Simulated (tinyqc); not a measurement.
Three-phonon processes in a diatomic chain: dispersion, energy and momentum conservation, and decay channels of optical phonons: one step, computed by the program tinyqc. Command: `OMP_NUM_THREADS=1 python tinyqc.py 3121462 3121463 out.jsonl threeph walk`. One thread of a shared host (Intel(R) Xeon(R) Processor @ 2.30GHz), about 0.04 s of CPU time with the checks.

Cell length a, two atoms, one spring constant. x = q a/pi runs from -1 to 1; A and O are the acoustic and optical branches. Matrix elements are not computed: only conservation laws and occupation factors are followed.

Task: Dispersion. omega^2 = k (1/m + 1/M) -/+ k sqrt((1/m + 1/M)^2 - 4 sin^2(pi x/2)/(m M)); nu = 15.6333042 THz x sqrt(omega^2) for eV/(angstrom^2 u).

Inputs (values chosen for the exercise, for a model chain): light mass m = 14 u; heavy mass M = 17.2 u; spring constant k = 11 eV/angstrom^2.

Constants: nu for 1 eV/(angstrom^2 u) = 15.6333042 THz.

Give: the table «Branches» with the columns nu_A (THz), nu_O (THz), for x = 0.10, 0.20, 0.35, 0.50, 0.65, 0.80, 0.90, 1.00.

Result:

Branches:
```
x     nu_A (THz)  nu_O (THz)
0.10        2.06       26.31
0.20        4.11       26.07
0.35        7.12       25.41
0.50       10.04       24.41
0.65       12.80       23.08
0.80       15.34       21.48
0.90       16.83       20.33
1.00       17.68       19.60
```
